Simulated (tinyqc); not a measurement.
Inside a calculation. Model: input admittance of a MOSFET at zero drain bias: distributed channel and distributed gate.

tinyqc, about 0.01 s, one thread, Intel Xeon 2.30GHz (shared host): `OMP_NUM_THREADS=1 python tinyqc.py 2262069 2262070 out.jsonl` Printed values are rounded.

Source and drain grounded, strong inversion, w = 2 pi f, Cox = eps0 eox/tox. The channel is an RC line of resistance 1/(mu Cox Vo) per square fed from both ends, so one finger has the intrinsic admittance y = i w Cox L tanh(g)/g per width, g = (1/2) sqrt(i w tau), tau = L^2/(mu Vo). The vertical resistance rv/L is in series with y, the overlaps 2 i w Cov in parallel: y_t = 1/(1/y + rv/L) + 2 i w Cov. The gate strip is a line of Rsh/L per length loaded by y_t, so a finger has Y = y_t Wf tanh(k)/k, k = (Wf/sd) sqrt(y_t Rsh/L); the device has Nf Y.

Values chosen for this exercise; values of the order met in silicon radio-frequency transistors: relative permittivity of the gate insulator (close to aluminium oxide) eox = 8.9; insulator thickness tox = 10 nm; channel length L = 0.95 um; finger width Wf = 1.8 um; number of fingers Nf = 1; channel mobility mu = 370 cm^2/(V s); gate overdrive Vo = 0.49 V; sheet resistance of the gate Rsh = 5.5 ohm/square; vertical resistivity of the gate stack rv = 12 ohm um^2; number of ends at which a finger is contacted sd = 1; overlap and fringe capacitance on each side Cov = 0.25 fF/um; frequency f = 9.2 GHz.

Constants: eps0 = 8.8541878128e-14 F/cm where lengths are in cm. Results are converted to the units shown.

## Low-frequency resistances and capacitance

Low-frequency limits, with c = Cox L and ct = c + 2 Cov: R_strip = Rsh Wf/(3 sd^2 L Nf), R_ch = (c/ct)^2 L/(12 mu Cox Vo Wf Nf), R_vert = (c/ct)^2 rv/(L Wf Nf), C = ct Wf Nf.

parts (ohm): strip 3.47368, channel 270.505, vertical 6.16634
sum = 280.145 ohm
C = 14.3752 fF
1/(2 pi R C) = 39.5206 GHz

The channel term is the largest, 96.6 % of the sum.

## Admittance of the channel and stack per width

tau, g, c = Cox L, y and y_t as defined.

tau = 49.7794 ps
g = 0.599741+0.599741i
c = 7.48622 fF/um
y = 95.755+405.219i uS/um
y_t = 97.706+433.133i uS/um

w tau = 2.88, and Im y is 0.936 of w c.

## Input impedance of the device

k and Y as defined; Z = 1/(Nf Y) = R + 1/(i w C); Q = |Im Z|/R; signal at the point farthest from a contact |1/cosh k|.

k = 0.0712797+0.0569915i
Nf Y = 0.177870+0.778681i mS
R = 278.802 ohm
C = 14.1736 fF
Q = 4.37780
signal at the far point = 0.999079

R is 0.48 % below its low-frequency limit and C is 1.4 % below its own.
